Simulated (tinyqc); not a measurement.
Inside a calculation. Model: finite-size error of a charged defect in a periodic cell: Madelung and Makov-Payne terms. Computed by tinyqc, a small Python program that keeps every step. Command: `OMP_NUM_THREADS=1 python tinyqc.py 3019102 3019103 out.jsonl imagecharge walk`. One thread of a shared host (Intel(R) Xeon(R) Processor @ 2.30GHz), about 0.02 s of CPU time with the checks. Intermediate numbers are printed to about 5 digits and carried at full precision; extremes and crossings named in words are read from the listed rows.

L is the cube root of the cell volume. The defect charge is a Gaussian, rho(r) = q (2 pi sigma^2)^(-3/2) exp(-r^2/2 sigma^2), repeated periodically in a uniform neutralising background and screened by a continuum. The model cell energy is E(L) = E_0 + [periodic - isolated electrostatic energy].

Inputs (values chosen for the exercise, with screening close to that of AlN): charge q = 2 e; cell length L = 13.7 angstrom; dielectric constant eps = 8.23; width sigma of the defect charge = 1.3 angstrom; formation energy of the isolated defect E_0 = 5.78 eV.

Supercell lattice: bcc. Screening: isotropic.

scatter added to the six cells, standing for numerical noise (meV): [0.058, -1.3, -0.5, 0.45, -1.7, 0.14]

Constants: e^2/(4 pi eps_0) = 14.39964548 eV angstrom.

## The cell

Cell vectors: (-1,1,1), (1,-1,1), (1,1,-1), scaled to volume L^3.

cell vectors (rows) (angstrom):
```
[[-8.6305, 8.6305, 8.6305],
 [8.6305, -8.6305, 8.6305],
 [8.6305, 8.6305, -8.6305]]
```

nearest image = 14.948 angstrom

## Madelung energy

Ewald sum for a unit point charge: scale each Cartesian component of the cell by 1/sqrt(eps_i), giving R', G' and V'; E = [ (1/2) sum erfc(eta R')/R' + (2 pi/V') sum exp(-G'^2/4 eta^2)/G'^2 - eta/sqrt(pi) - pi/(2 V' eta^2) ] e^2/(4 pi eps_0) / sqrt(eps_x eps_y eps_z), over n_i = -6..6, omitting n = (0,0,0), eta = 2/V'^(1/3). alpha = -2 E eps_g L/(e^2/(4 pi eps_0)), eps_g = (eps_x eps_y eps_z)^(1/3).

terms for a unit charge (eV): real space 0.00106, reciprocal 0.00875, self -0.14411, background -0.05015

Madelung constant alpha = 2.8885

point-charge correction -q^2 E = 0.73778 eV

## Energy of the smeared charge in the cell

Periodic energy of the Gaussian: (2 pi q^2/V) sum_(G != 0) exp(-sigma^2 G^2)/(G.eps.G) x e^2/(4 pi eps_0), n_i = -k..k with k = max(9, L/sigma rounded up). Isolated energy: q^2/(2 sqrt(pi) sigma) <1/(n.eps.n)> e^2/(4 pi eps_0), the mean over directions n, here 1/eps.

periodic energy = 0.80979 eV

isolated energy = 1.5187 eV

finite-size error = -0.70888 eV

E(L) = 5.0711 eV

## Makov-Payne correction

Second radial moment Q = q <r^2> = 3 q sigma^2; E(corrected) = E(L) + q^2 alpha e^2/(4 pi eps_0)/(2 eps L) - 2 pi q Q e^2/(4 pi eps_0)/(3 eps L^3). Errors left are the corrected energies less E_0.

Q = 10.14 e angstrom^2

third-order term = -0.028901 eV

error left after the first term = 0.028901 eV

error left after both terms = 0 eV

third-order over first-order term, in size = 0.039173

The point-charge term alone overcorrects by 0.0289 eV, 4 % of itself; both terms together are exact to 1e-7 eV, since the clouds do not overlap.

## A series of cells

Cells of the same shape with L scaled by 0.7, 0.85, 1, 1.25, 1.5 and 2; the scatter is added to E(L). The point-charge correction scales as 1/L from its value at the input L.

Scaling data:
```
L (angstrom)  1/L (1/angstrom)  E(L) (eV)  E(L) + point-charge correction (eV)
9.590                  0.10428     4.8103                               5.8643
11.645                 0.08587     4.9578                               5.8258
13.700                 0.07299     5.0706                               5.8084
17.125                 0.05839     5.2050                               5.7952
20.550                 0.04866     5.2950                               5.7869
27.400                 0.03650     5.4149                               5.7838
```

## Ways to reach the isolated limit

Least-squares fits of E(L) to a + b/L, a + c/L^3 or a + b/L + c/L^3; the estimate is a, and errors are against E_0.

Estimates of E_0:
```
way                              estimate (eV)  error (meV)
largest cell, uncorrected               5.4149      -365.14
largest cell, point-charge term         5.7838         3.75
1/L fit, three smallest                 5.6742      -105.81
1/L fit, all six                        5.7312       -48.85
1/L^3 fit, all six                      5.3445      -435.48
1/L and 1/L^3, three smallest           5.8005        20.47
1/L and 1/L^3, all six                  5.7812         1.20
corrected data, 1/L^3 fit               5.7795        -0.55
```

coefficient b of the full fit = -10.148 eV angstrom

Best here: corrected data, 1/L^3 fit (-0.5 meV); worst: 1/L^3 fit, all six (-435 meV). The fitted b is 100.4 % of the Madelung value -q^2 alpha e^2/(8 pi eps_0 eps_g), so such a fit also measures the screening. The three-term fit to three small cells has no spare point and magnifies the scatter. A pure 1/L fit lands below E_0, because the positive 1/L^3 term flattens the small-cell points.

Checks made by the program: the same sum with another eta (relative difference below 1e-10); both terms against the exact model when the clouds do not overlap (relative difference below 1e-10).
